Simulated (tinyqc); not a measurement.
The choice of windows: band offset from the macroscopic average of a supercell potential.

A model of the planar-averaged electrostatic energy of an electron in a periodic cell of N1 periods of A (L1 = N1 n1 h) and N2 periods of B (L2 = N2 n2 h), on z_j = j h: V(z) = f VA + (1 - f) VB + F t(z), VA = V1[0] + V1[1] cos(2 pi z/(n1 h)) + V1[2] cos(4 pi z/(n1 h)), VB the same with V2, n2 and z - L1. f = [tanh(z/w) - tanh((z - L1)/w) + tanh((z - L1 - L2)/w)]/2 + 1/2; t(z) = z - L1/2 in A and (L1/L2)(L1 + L2/2 - z) beyond, so that the cell is periodic.

Running mean over n points, periodic: for odd n the plain mean of the n points centred on j; for even n the n + 1 points with half weight at both ends. The macroscopic average applies the mean over n1 points and then over n2 points.

Inputs chosen for the exercise (gaps near those of GaAs and Ge; shifted at random, so the results belong to these values and not to a real crystal): h = 0.25 angstrom (grid step); n1 = 6 (grid points per period of A); n2 = 6 (grid points per period of B); N1 = 4 (periods of A); N2 = 4 (periods of B); V1 = (-10.52, 4.75, 0.66) eV (mean and two harmonics of the potential in A); V2 = (-7.95, 2.08, 0.02) eV (the same in B); w = 0.48 angstrom (width of the interfaces); F = -0.004 eV/angstrom (slope in A from opposite charges on the two interfaces).

dV read at j = 12 and 36 after means over the numbers of points listed; ripple is the spread over the five points around each.

Results:

| windows | dV (eV) | ripple in A (meV) | ripple in B (meV) |
|---|---|---|---|
| none | -0.740 | 8117 | 3152 |
| 6 only | 2.570 | 4 | 4 |
| 7 only | 2.860 | 879 | 443 |
| 7, 7 | 2.502 | 166 | 68 |
| 6, 6 | 2.570 | 4 | 4 |

Which rows can be used, and how does a wrong window show?

The last row matches both periods and lies 0 meV from the value of a thick cell, V2[0] - V1[0] = 2.570 eV. Against it the raw potential errs by -3.31 eV. Within 20 meV of it lie: 6 only. A window one point too long leaves a ripple of 879 meV in A, against 4 meV in the last row: the ripple is the sign to look for. Rows to use, with under 30 meV of ripple in both regions once the tilt is taken off: 6 only and 6, 6. A row with a large ripple can hit the right value only by chance.

tinyqc: `OMP_NUM_THREADS=1 python tinyqc.py 1850389 1850390 out.jsonl`; about 0.01 s, one thread, shared Intel(R) Xeon(R) Processor @ 2.30GHz.
